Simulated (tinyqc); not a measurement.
Gain against bias and Miller's formula: avalanche multiplication and breakdown of a junction from ionisation integrals. Computed by tinyqc, a small Python program. Command: `OMP_NUM_THREADS=1 python tinyqc.py 3028677 3028678 out.jsonl impact walk`. One thread of a shared host (Intel(R) Xeon(R) Processor @ 2.30GHz), about 0.01 s of CPU time with the checks.

Ionisation coefficients follow the local field. Position x runs through the depletion layer from the p side (x = 0), where electrons enter, to the n side (x = w), where holes enter. The built-in voltage is neglected.

Inputs (values chosen for the exercise, modelled on silicon):
```
quantity                   value        unit
electron prefactor a_n    693000        1/cm
electron field b_n      1.25e+06        V/cm
hole prefactor a_p      1.64e+06        1/cm
hole field b_p          1.99e+06        V/cm
exponent c                     1           -
permittivity eps            11.7           -
layer width W               0.54  micrometre
```

Junction: p-i-n with uniform field.

Constants: e = 1.602176634e-19 C; eps_0 = 8.8541878128e-12 F/m.

Method:
- alpha_n = a_n exp(-(b_n/F)^c), alpha_p = a_p exp(-(b_p/F)^c).
- Uniform field F = F_m, w = W, V = F_m W.
- With Phi(x) = int_0^x (alpha_n - alpha_p) dx': 1 - 1/M_n = I_n = int_0^w alpha_n exp(-Phi) dx and M_p = M_n exp(-Phi(w)); trapezoid rule on 401 even points; breakdown at I_n = 1.
- Solve I_n(F_m) = 1.
- Miller's exponent n is defined by 1 - 1/M = (V/V_B)^n for the larger M.

breakdown voltage = 21.3624 V

critical field F_m = 0.395600 MV/cm

Gain:
```
V/V_B   V (V)  F_m (MV/cm)     M_n     M_p  Miller exponent n
0.50   10.681      0.19780   1.070   1.004             3.9370
0.60   12.817      0.23736   1.216   1.023             3.3852
0.70   14.954      0.27692   1.532   1.087             2.9670
0.80   17.090      0.31648   2.236   1.282             2.6560
0.90   19.226      0.35604   4.422   2.013             2.4330
0.95   20.294      0.37582   8.809   3.580             2.3491
0.98   20.935      0.38769  21.965   8.356             2.3065
0.99   21.149      0.39164  43.886  16.341             2.2934
```

What does the comparison show, and why?

The larger gain passes 2 between 0.700 and 0.800 of V_B and reaches 43.9 at 0.99. Miller's exponent runs from 2.3 to 3.9, so it is not a constant: a fit holds over a narrow range only. From the first row to the last the voltage grows by a factor 1.98 and the peak field by 1.98.

Extremes, crossings and ranges named in words are read from the listed rows.
